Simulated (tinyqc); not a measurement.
Changing the anneal budget D t: ion implantation: universal nuclear stopping, Lindhard-Scharff electronic stopping and a Gaussian range profile. Computed by tinyqc, a small Python program. Command: `OMP_NUM_THREADS=1 python tinyqc.py 3029609 3029610 out.jsonl implant sweep`. One thread of a shared host (Intel(R) Xeon(R) Processor @ 2.30GHz), about 0.2 s of CPU time with the checks.

An ion slows by elastic collisions with screened nuclei and by friction with electrons; channelling is ignored and the target is uniform.

Inputs (values chosen for the exercise, modelled on fluorine ions in silicon):
```
quantity                                 value    unit
ion atomic number Z1                         9       -
ion mass M1                                 19       u
target atomic number Z2                     14       -
target mass M2                           28.09       u
target density N                         49.94  1/nm^3
ion energy E                               2.1     keV
scale factor of electronic stopping k      1.1       -
dose Q                                 2.5e+14  1/cm^2
background C_B                         1.7e+15  1/cm^3
```

Follow-up: anneal.

Method:
- Reduced energy eps = 32.53 M2 E/(Z1 Z2 (M1 + M2)(Z1^0.23 + Z2^0.23)), E in keV; s_n = ln(1 + 1.1383 eps)/(2 (eps + 0.01321 eps^0.21226 + 0.19593 eps^0.5)) for eps up to 30 and ln(eps)/(2 eps) above; S_n = 8.462 Z1 Z2 M1 s_n/((M1 + M2)(Z1^0.23 + Z2^0.23)) in 1e-15 eV cm^2.
- S_e = k 3.83 Z1^(7/6) Z2/(Z1^(2/3) + Z2^(2/3))^(3/2) sqrt(E/M1) in 1e-15 eV cm^2, E in keV.
- Path length R = int_0^E dE'/(N (S_n + S_e)); energy lost to nuclei nu = int_0^E S_n/(S_n + S_e) dE' (both with E' = E y^3 and 64 Gauss-Legendre points in y).
- Estimates of Lindhard type: R_p = R/(1 + M2/(3 M1)), straggle dR_p = (2/3) R_p sqrt(M1 M2)/(M1 + M2).
- Far from the surface a Gaussian stays Gaussian: sigma^2 = dR_p^2 + 2 D t; peak Q/(sqrt(2 pi) sigma); x_j = R_p + sigma sqrt(2 ln(peak/C_B)).

One run for each value:
```
anneal budget D t (cm^2)  width sigma (nm)  peak after the anneal (1/cm^3)  x_j after the anneal (nm)
1.00e-15                              3.13                      3.1844e+20                       24.9
7.20e-15                              3.32                      3.0004e+20                       25.8
5.20e-14                              4.47                      2.2296e+20                       31.2
3.70e-13                              9.14                      1.0907e+20                       52.5
2.70e-12                             23.44                      4.2542e+19                      115.0
1.90e-11                             61.72                      1.6159e+19                      273.7
1.40e-10                            167.36                      5.9593e+18                      685.7
1.00e-09                            447.22                      2.2301e+18                     1704.1
```

What does the table show, and why?

Over the rows, width sigma (nm) rises from 3.13 to 447 (exponent d ln y / d ln x 0.030 between the first rows and 0.50 between the last); peak after the anneal (1/cm^3) falls from 3.18e20 to 2.23e18 (exponent d ln y / d ln x -0.030 between the first rows and -0.50 between the last); x_j after the anneal (nm) rises from 24.9 to 1700 (exponent d ln y / d ln x 0.018 between the first rows and 0.46 between the last). The anneal matters once 2 D t reaches dR_p^2; the width's exponent tends to 1/2 beyond that and is 0.50 in the last rows.

Caution (rows 3.70e-13, 2.70e-12, 1.90e-11, 1.40e-10, 1.00e-9): the width is no longer small against R_p, so the surface reflects or loses dopant and the free Gaussian is only a guide.

Extremes, crossings and ranges named in words are read from the listed rows.
